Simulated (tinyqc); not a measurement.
From one set of inputs to another, one input at a time: Heisenberg magnet: exchange from energy differences, ordering vector, linear spin waves and ordering temperature. Computed by tinyqc, a small Python program. Command: `OMP_NUM_THREADS=1 python tinyqc.py 3015013 3015014 out.jsonl magnon ladder`. One thread of a shared host (Intel(R) Xeon(R) Processor @ 2.30GHz), about 1 s of CPU time with the checks.

H = -sum over pairs <ij> J_ij S_i.S_j - K sum_i (S_i^z)^2, each pair once, J > 0 ferromagnetic. First neighbours: 8 at a (0.5, 0.5, 0.5), second: 6 at a (1, 0, 0), with all permutations and signs.

The inputs printed are set A. Inputs not listed in the table keep their values of set A, so the rows need not describe a real material.

Inputs (values chosen for the exercise, for a model magnet):

| quantity | value | unit |
|---|---|---|
| exchange J1 | 3.88 | meV |
| exchange J2 | -0.19 | meV |
| spin S | 2 | - |
| single-ion anisotropy K | 0.11 | meV |
| lattice constant a | 4.3 | angstrom |
| mesh divisions n | 20 | - |
| temperature T | 140 | K |

Lattice: bcc. Order: ferromagnetic.

Constants: k_B = 8.617333262e-05 eV/K.

Method:
- g_s(q) = sum over shell s of cos(q.R), z1 = g1(0). E(q) = S [J(0) - J(q)] + (2S - 1) K, J(q) = J1 g1 + J2 g2. The factor 2S - 1 removes the anisotropy for S = 1/2.
- sum R_x^2 over the shells is s1 = 2 a^2 and s2 = 2 a^2. E = gap + D q^2 with D = (S/2)(J1 s1 + J2 s2) and gap = (2S - 1) K.
- J(q) = J1 g1(q) + J2 g2(q), g_s(q) = sum over shell s of cos(q.R).
- Mesh: q = sum_i (m_i + 1/2)/n b_i, m_i = 0..n-1, b = [[0, 1, 1], [1, 0, 1], [1, 1, 0]] in 2 pi/a; <..> is the mean over the mesh.
- n = 1/(exp(E/(k_B T)) - 1); no zero-point loss; thermal loss <n>; moment = S less the losses.
- K left out. Mean field: k_B T = S (S + 1) J(Q)/3 at the ordering vector Q; random-phase (Tyablikov): k_B T = [S (S + 1)/3] / <1/(J(Q) - J(q))>; Curie-Weiss theta = S (S + 1) J(0)/(3 k_B).

Each row keeps all changes above it:

| input moved | from | to | stiffness D (meV angstrom^2) | thermal loss | mean-field ordering temperature (K) |
|---|---|---|---|---|---|
| set A | - | - | 136.5 | 0.06019 | 694.0 |
| exchange J2 (meV) | -0.19 | 0.44 | 159.8 | 0.04564 | 781.7 |
| temperature T (K) | 140 | 30 | 159.8 | 0.00280 | 781.7 |
| exchange J1 (meV) | 3.88 | 1.18 | 59.9 | 0.01357 | 280.4 |
| single-ion anisotropy K (meV) | 0.11 | 0.014 | 59.9 | 0.01821 | 280.4 |
| lattice constant a (angstrom) | 4.3 | 5.31 | 91.4 | 0.01821 | 280.4 |
| spin S | 2 | 1.5 | 68.5 | 0.03031 | 175.2 |

Stiffness D goes from 136 to 68.5, a factor 0.502 in all. The largest single move comes from exchange J1 (a factor 0.375), and lattice constant a works against it (a factor 1.52). Thermal loss goes from 0.0602 to 0.0303, a factor 0.504 in all. The largest single move comes from temperature T (a factor 0.0614), and exchange J1 works against it (a factor 4.84). Mean-field ordering temperature goes from 694 to 175, a factor 0.253 in all. The largest single move comes from exchange J1 (a factor 0.359), and exchange J2 works against it (a factor 1.13). The single moves hold for this order of the switches; the total does not depend on the order.

Caution (rows temperature T, single-ion anisotropy K, lattice constant a, spin S): doubling the mesh changes the thermal sum by more than 3 %, so it is not fully converged.

Extremes, crossings and ranges named in words are read from the listed rows.
